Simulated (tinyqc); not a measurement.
# A square-lattice strip 2 sites wide, recursive Green functions: what changes with what

The device has N = 5 slices of 2 site(s), nearest-neighbour hopping -t, and site energies U; the leads are semi-infinite continuations with site energy 0. V = <i+1|H|i> = -t 1.

Parameters, values chosen for the exercise:
- t = 0.5 eV (hopping (matrix element -t))
- U = [-0.12, 0.53, -0.55, -0.44, -0.62, 0.31, -0.29, -0.31, -0.43, 0.28] eV (site energies, slice by slice (2 a slice))
- E = -0.17 eV (energy)

Each table varies one quantity; the others keep the values above.

## Effect of the strength of the potential

Transverse modes n = 1..2: chi_n(j) = sqrt(2/3) sin(pi n j/3), energy e_n = -2 t cos(pi n/3). Sigma = t^2 sum_n chi_n chi_n^T g(E - e_n), g(x) = (x - i sqrt(4 t^2 - x^2))/(2 t^2) for |x| < 2 t and (x - sign(x) sqrt(x^2 - 4 t^2))/(2 t^2) otherwise; Gamma = i (Sigma - Sigma^dagger); both leads give the same. Forward pass: g_1 = (E - H_1 - Sigma)^(-1), g_i = (E - H_i - V g_(i-1) V^dagger)^(-1), with Sigma also subtracted on the last slice; G_(i,1) = g_i V G_(i-1,1), starting from g_1. H_i is the block of slice i: its site energies on the diagonal and -t between neighbouring rows. T(E) = Tr[Gamma G_(N,1) Gamma G_(N,1)^dagger]. All U are multiplied by the factor sc.

Effect of the strength of the potential:

| sc | T(E) | reflection, modes - T(E) |
|---|---|---|
| 0 | 2.0000 | 0 |
| 0.25 | 1.8119 | 0.18812 |
| 0.5 | 1.3904 | 0.60956 |
| 0.75 | 1.0113 | 0.98875 |
| 1 | 0.72477 | 1.2752 |
| 1.25 | 0.49993 | 1.5001 |
| 1.5 | 0.33923 | 1.6608 |
| 1.75 | 0.24755 | 1.7524 |
| 2 | 0.21396 | 1.7860 |

T(E) falls from 2.00 to 0.214. At sc = 0 the device equals the leads and transmits all 2 open mode(s). Between the first two non-zero rows the reflection goes as sc^(1.70); the sc^2 of weak scattering holds only at smaller sc than these rows.

## The device repeated

Same model as above.

The list U is repeated k times, so the device has k N slices.

The device repeated:

| k | T(E) | ln T(E) |
|---|---|---|
| 1 | 0.72477 | -0.32190 |
| 2 | 0.42872 | -0.84696 |
| 3 | 0.68340 | -0.38067 |
| 4 | 1.0202 | 0.019964 |
| 5 | 0.82499 | -0.19239 |
| 6 | 1.1070 | 0.10161 |
| 8 | 0.80516 | -0.21671 |
| 10 | 0.59026 | -0.52720 |
| 12 | 0.92478 | -0.078202 |

T(E) moves between 0.429 and 1.11 and does not die away: at least one band of the periodic structure that the repeats form is open at this energy.

Program tinyqc, `OMP_NUM_THREADS=1 python tinyqc.py 2660105 2660106 out.jsonl`; Intel Xeon 2.30GHz, shared host, one thread, about 0.02 s.
